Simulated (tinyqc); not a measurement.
# Resonant-tunnelling diode, transfer matrices and Tsu-Esaki current: effect of the Fermi energy

Emitter (band edge 0), barrier d1, well Lw, barrier d2, collector (edge -V). The bias drops linearly over these layers and none in the contacts; each layer is cut into ns equal slices, flat at the value of their centres. E is the energy of motion across the layers, C = hbar^2/(2 m0), psi and psi'/m are continuous. Transport is coherent, T(E) is taken as independent of the transverse momentum, and charge in the well is ignored.

For the pair (psi, psi'/m) a flat layer has M = [[cos kd, (m/k) sin kd], [-(k/m) sin kd, cos kd]] with k = sqrt(m (E - U)/C) above its edge U, and M = [[cosh Kd, (m/K) sinh Kd], [(K/m) sinh Kd, cosh Kd]] with K = sqrt(m (U - E)/C) below it. Later slices stand to the left. With M acting on (psi, psi'/m) and v = k/m in each lead, T(E) = 4 vL vR/[(vL vR M12 - M21)^2 + (vR M11 + vL M22)^2]. J = J0 times the integral over E > 0 of T(E) N(E), N = ln[(1 + exp((Ef - E)/Vt))/(1 + exp((Ef - V - E)/Vt))], J0 = q^2 mw m0 kB T/(2 pi^2 hbar^3) (times 1e-4 for A/cm^2 per eV). The integral is converged to the digits shown. Er is the first maximum of T(E) at this bias.

Inputs (values chosen for the exercise); masses and offsets of a made-up heterostructure: temperature T = 150 K; mass in the well, spacer and contacts mw = 0.26 m0; barrier height U1 = 1 eV; barrier mass m1 = 0.49 m0; emitter barrier d1 = 0.8 nm; well width Lw = 1.4 nm; collector barrier d2 = 0.8 nm; slices in each layer ns = 4; bias of the collector V = 0.28 V.

Constants: q = 1.602176634e-19 C, kB = 1.380649e-23 J/K, hbar = 1.054571817e-34 J s, m0 = 9.1093837015e-31 kg, Vt = kB T/q, hbar^2/(2 m0) = 0.0380998212 eV nm^2. Results are converted to the units shown.

Results:
```
Ef (eV)	N at Er = 0.1030 eV	J (kA/cm^2)
0.026	0.002584	1.045
0.071	0.08076	25.06
0.094	0.4044	112.7
0.117	1.375	361.4
0.139	2.845	739.1
0.162	4.575	1191
0.185	6.346	1660
```

Estimate the missing row, Ef = 0.048 eV.

Computed row:
```
Ef (eV)	N at Er = 0.1030 eV	J (kA/cm^2)
0.048	0.01409	5.001
```

With this row back in the table: J rises from 1.04 to 1660 kA/cm^2, a factor of 1590, while N at the resonance grows by 2460. They differ because with Ef well below Er the tail of the resonance at lower energy carries a larger share.

Computed by the program tinyqc: `OMP_NUM_THREADS=1 python tinyqc.py 2600048 2600049 out.jsonl`, one thread of a shared Intel Xeon 2.30GHz, about 0.2 s for the whole run.
